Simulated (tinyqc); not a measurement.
# Charge stability of a double quantum dot, constant-interaction model with a charge sensor: what changes with what

Capacitance matrix C = [[C1, -Cm], [-Cm, C2]], C1 = G1 + X1 + Cm + L1, C2 = G2 + X2 + Cm + L2. Gate charges n1 = (G1 V1 + X1 V2)/q, n2 = (X2 V1 + G2 V2)/q. The state (N1, N2) has U = (1/2) d^T E d with d = (N1 - n1, N2 - n2) and E = q^2 C^(-1). Leads at 0 V; no tunnel coupling, spin or level spacing. The sensor reads s1 <N1> + s2 <N2>.

Parameters, values chosen for the exercise:
- G1 = 1.9 aF (gate 1 to dot 1)
- G2 = 2.1 aF (gate 2 to dot 2)
- X1 = 0.54 aF (gate 2 to dot 1)
- X2 = 0.13 aF (gate 1 to dot 2)
- Cm = 1.2 aF (between the dots)
- L1 = 4.7 aF (dot 1 to leads and ground)
- L2 = 10 aF (dot 2 to leads and ground)
- s1 = 0.85 (sensor weight of dot 1)
- s2 = 0.42 (sensor weight of dot 2)
- T = 2.9 K (temperature)
- V2 = 99.4 mV (voltage of gate 2)

Constants: q = 1.602176634e-19 C, kB = 1.380649e-23 J/K, Vt = kB T/q. Results are converted to the units shown.

Each table varies one quantity; the others keep the values above.

## Across the interdot transition

The gate charges are n1 = 0.5000 + x, n2 = 0.5000 - x, a line through the middle of the (1,0)-(0,1) boundary. The detuning is U(0,1) - U(1,0); thermal means over all states within two electrons.

Across the interdot transition:
```
x	detuning (meV)	<N1>	<N2>	sensor
-0.053	-1.488	0.003295	0.9940	0.4203
-0.04	-1.123	0.01276	0.9832	0.4238
-0.027	-0.758	0.04962	0.9452	0.4391
-0.013	-0.365	0.1936	0.8018	0.5014
0	0.000	0.5000	0.5000	0.6350
0.013	0.365	0.8064	0.1982	0.7686
0.027	0.758	0.9504	0.05483	0.8309
0.04	1.123	0.9872	0.01676	0.8462
0.053	1.488	0.9967	0.005994	0.8497
```

Read the table: what changes, and by how much?

<N1> rises from 0.00330 to 0.997 while <N2> falls from 0.994 to 0.00599; their sum stays within 0.0052 of 1. The detuning moves by EC1 + EC2 - 2 ECm = 28.1 meV for each unit of x. The step is broader than a Fermi function of width kB T = 0.250 meV, since (0,0) and (1,1) lie only ECm/2 = 3.5 kB T above the two states at x = 0 and are populated too.

## A scan of gate 1

Same model as above.

Thermal means over all states within two electrons of the gate charges.

A scan of gate 1:
```
V1 (mV)	<N1>	<N2>	sensor	N1 of the ground state	N2 of the ground state
-27	0.000	1.000	0.420	0	1
-11.2	0.000	1.000	0.420	0	1
4.52	0.001	1.001	0.422	0	1
20.3	1.000	1.000	1.270	1	1
36	1.000	1.000	1.270	1	1
51.7	1.000	1.000	1.270	1	1
67.5	1.000	1.003	1.271	1	1
83.2	1.000	1.017	1.277	1	1
98.9	1.959	1.004	2.087	2	1
115	2.000	1.001	2.120	2	1
130	2.000	1.005	2.122	2	1
146	2.000	1.034	2.134	2	1
162	2.000	1.199	2.203	2	1
```

Read the table: what changes, and by how much?

The ground state changes 2 time(s) between the rows listed: (0,1) to (1,1); (1,1) to (2,1). Adding to dot 1 moves the sensor by s1 = 0.85, adding to dot 2 by s2 = 0.42, and a shift from dot 2 to dot 1 by 0.430. Far from triple points dot 1 gains an electron about every q/(G1 + X2 Cm/C2) = 83.8 mV.

Numbers from tinyqc (`OMP_NUM_THREADS=1 python tinyqc.py 2470119 2470120 out.jsonl`; about 0.01 s on one thread of a shared Intel Xeon 2.30GHz).
